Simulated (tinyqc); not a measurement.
# Single-oscillator infrared dielectric function of a polar cubic crystal, step by step

A worked calculation. Computed by tinyqc, a small Python program that keeps every step. Command: `OMP_NUM_THREADS=1 python tinyqc.py 3023067 3023068 out.jsonl infrared walk`. One thread of a shared host (Intel(R) Xeon(R) Processor @ 2.30GHz), about 0.01 s of CPU time with the checks. Intermediate numbers are printed to about 6 digits and carried at full precision; extremes and crossings named in words are read from the listed rows.

One ion pair, charges +Z* and -Z*, in a cell of volume Omega = a^3/4. Frequencies omega are given as wavenumbers (1/cm); eps_s is the static dielectric constant.

Inputs (values chosen for the exercise, modelled on lithium fluoride): lattice constant a = 4.03 angstrom; mass M_A = 6.94 u; mass M_B = 19 u; omega_TO = 304 1/cm; Born charge Z* = 1.04 e; eps_inf = 1.91; phonon damping gamma = 19 1/cm; probe frequency / omega_TO = 1.15; eps_m of the surrounding medium = 2.25.

Structure: rock salt. Free carriers: absent.

Constants: nu for 1 eV/(angstrom^2 u) = 15.6333042 THz; 1 THz = 33.35640952 1/cm; e^2/(4 pi eps_0) = 14.39964548 eV angstrom.

## LO frequency and static constant from the Born charge

mu = M_A M_B/(M_A + M_B); ionic plasma term W^2 = 4 pi Z*^2 (e^2/(4 pi eps_0))/(Omega mu) in eV/(angstrom^2 u), turned into 1/cm by W = 15.6333042 x 33.35640952 x sqrt(W^2); omega_LO^2 = omega_TO^2 + W^2/eps_inf; eps_s = eps_inf + W^2/omega_TO^2; Szigeti charge 3 Z*/(eps_inf + 2); longitudinal (Callen) charge Z*/eps_inf.

reduced mass mu = 5.08327 u

W = 799.917 1/cm

omega_LO = 653.778 1/cm

eps_s = 8.83378

Szigeti charge = 0.797954 e

Callen charge = 0.544503 e

omega_LO/omega_TO = 2.151; the ions supply 78 % of eps_s, as in a strongly ionic or soft-mode crystal.

## Optical constants at the probe frequency

eps(omega) = eps_inf + W^2/(omega_TO^2 - omega^2 - i gamma omega); n + i k = sqrt(eps) with k >= 0; R = |(n + i k - 1)/(n + i k + 1)|^2 at normal incidence from vacuum. omega is the probe ratio times omega_TO. Intensity decays over 1/(4 pi omega k); the loss function is Im(-1/eps).

omega = 349.6 1/cm

Re eps = -18.5432

Im eps = 4.55836

n = 0.525386

k = 4.33811

reflectivity R = 0.900617

penetration depth of the intensity = 0.524709 micrometre

loss function = 0.0125014

Re eps is negative: the wave is evanescent and the crystal reflects like a metal.

## Spectrum around the optical phonon

The loss function is Im(-1/eps).

Spectrum:
```
omega (1/cm)      Re eps      Im eps           R  Im(-1/eps)
152              11.1257    0.383988    0.290374  0.00309846
258              25.8022     4.53038    0.454580  0.00660140
295              58.9469     59.3010    0.667279  0.00848206
304                 1.91     110.780    0.763209  0.00902418
391             -8.51508     1.28087    0.912880   0.0172747
479             -2.73921    0.308793    0.905509   0.0406382
584            -0.658356    0.114617    0.844408    0.256662
654           0.00427318   0.0706250    0.468675     14.1076
667            0.0969769   0.0651864    0.261406     4.77423
693             0.262046   0.0559483    0.103761    0.779246
752             0.558698   0.0408114   0.0210297    0.130052
981              1.17481   0.0157518  0.00163351   0.0114108
1630             1.66053  0.00301278   0.0159037  0.00109264
```

R peaks among these rows at 391 per cm with 0.91 and is lowest, 0.002, at 981; far above omega_LO it tends to ((sqrt(eps_inf) - 1)/(sqrt(eps_inf) + 1))^2 = 0.026. Im eps is largest at 304 and the loss function at 654: absorption marks the TO mode and the loss function the LO mode. Re eps is negative in some rows, where R averages 0.89.

## Surface and particle modes

Without damping, eps(omega) = -x eps_m gives omega^2 = omega_TO^2 (eps_s + x eps_m)/(eps_inf + x eps_m): x = 1 for a flat surface at large wave vector, x = 2 for the dipole mode of a small sphere. The reflectivity R for light from vacuum (not from the medium eps_m) vanishes where eps = 1, omega^2 = omega_TO^2 (eps_s - 1)/(eps_inf - 1).

surface mode = 496.216 1/cm

sphere mode = 438.451 1/cm

zero of R = 891.946 1/cm

Both modes lie between omega_TO and omega_LO, at 55 % and 38 % of the way up.

## Phonon polaritons

Transverse waves without damping obey Q^2 = omega^2 eps(omega), Q = wave vector/(2 pi) in 1/cm: eps_inf omega^4 - (eps_inf omega_LO^2 + Q^2) omega^2 + Q^2 omega_TO^2 = 0.

Branches (1/cm):
```
Q     lower branch  upper branch  Q/sqrt(eps_s)  Q/sqrt(eps_inf)
90          30.164        656.32          30.28            65.12
270         87.769        676.68          90.84           195.37
540        159.492        744.75         181.69           390.73
900        220.967        895.93         302.81           651.22
1400       261.661       1176.92         471.04          1013.00
2300       286.658       1764.90         773.85          1664.22
4500       299.269       3307.56        1514.05          3256.09
9000       302.804       6537.90        3028.09          6512.17
```

The lower branch starts as light slowed by sqrt(eps_s) (0.996 of that line) and ends at 0.996 omega_TO; the upper starts at 1.004 omega_LO and ends at 1.004 of the light line with eps_inf. No branch lies between omega_TO and omega_LO.

Checks made by the program: Lyddane-Sachs-Teller relation eps_s/eps_inf = (omega_LO/omega_TO)^2 (relative difference below 1e-10).
